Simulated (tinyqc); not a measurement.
Thin-body film or fin with hard walls, valleys of the Si type: one step. Filling at a given sheet density. Three cases, with inputs chosen for the exercise.

Problem. n_i = g m_d/(2 pi c) kB T ln(1 + exp((EF - E_i)/kB T)) over the levels listed; solve sum n_i = Ns (1e12/cm^2 = 1e-4/angstrom^2); the band bending of the charge itself is left out. c = hbar^2/2m0.

Constants: hbar^2/2m0 = 3.80998211 eV angstrom^2; kB = 8.617333262e-05 eV/K.

Give: EF; n_i in the order of the list.

Case 1.

Values chosen (out of a larger set: near those of Si; not measured data): Ns = 2.3 x 1e12/cm^2 (sheet density in the on state); T = 300 K (temperature).

Valleys (masses in m0):
```
valleys g  cos^2(theta)       m_z       m_1       m_2       m_d
4              0.500000  0.311504  0.188000  0.548000  0.320974
2              0.000000  0.188000  0.188000  0.908000  0.413163
```

Subbands:
```
label  valleys g    E (eV)
1              4  0.075447
1'             2  0.125010
2              4  0.301786
2'             2  0.500040
3              4  0.679019
3'             2  1.125090
4              4  1.207145
```

Solution.

EF = 0.0285 eV

n_i in the order of the list (1e12/cm^2): [2.089, 0.211, 0.000, 0.000, 0.000, 0.000, 0.000]

The fullest subband is 1, with 91 %.

Case 2.

Values chosen (out of a larger set: near those of Si; not measured data): Ns = 1.7 x 1e12/cm^2 (sheet density in the on state); T = 350 K (temperature).

Valleys (masses in m0):
```
valleys g  cos^2(theta)       m_z       m_1       m_2       m_d
4              0.500000  0.317903  0.193000  0.547000  0.324917
2              0.000000  0.193000  0.193000  0.901000  0.417005
```

Subbands:
```
label  valleys g    E (eV)
1              4  0.021601
1'             2  0.035580
2              4  0.086402
2'             2  0.142319
3              4  0.194405
3'             2  0.320217
4              4  0.345609
```

Solution.

EF = -0.0588 eV

n_i in the order of the list (1e12/cm^2): [1.101, 0.450, 0.132, 0.013, 0.004, 0.000, 0.000]

The fullest subband is 1, with 65 %.

Case 3.

Values chosen (out of a larger set: near those of Si; not measured data): Ns = 3.9 x 1e12/cm^2 (sheet density in the on state); T = 77 K (temperature).

Valleys (masses in m0):
```
valleys g  cos^2(theta)       m_z       m_1       m_2       m_d
4              0.500000  0.311267  0.188000  0.546000  0.320387
2              0.000000  0.188000  0.188000  0.904000  0.412252
```

Subbands:
```
label  valleys g    E (eV)
1              4  0.020915
1'             2  0.034629
2              4  0.083661
2'             2  0.138515
3              4  0.188237
3'             2  0.311659
4              4  0.334643
```

Solution.

EF = 0.0242 eV

n_i in the order of the list (1e12/cm^2): [3.465, 0.434, 0.000, 0.000, 0.000, 0.000, 0.000]

The fullest subband is 1, with 89 %.

Computed by tinyqc, one run a case: `OMP_NUM_THREADS=1 python tinyqc.py N N+1 out.jsonl` with N = 1252191, 1252636, 1280077; one thread of a shared Intel(R) Xeon(R) Processor @ 2.30GHz, about 0.01 s a run at most.
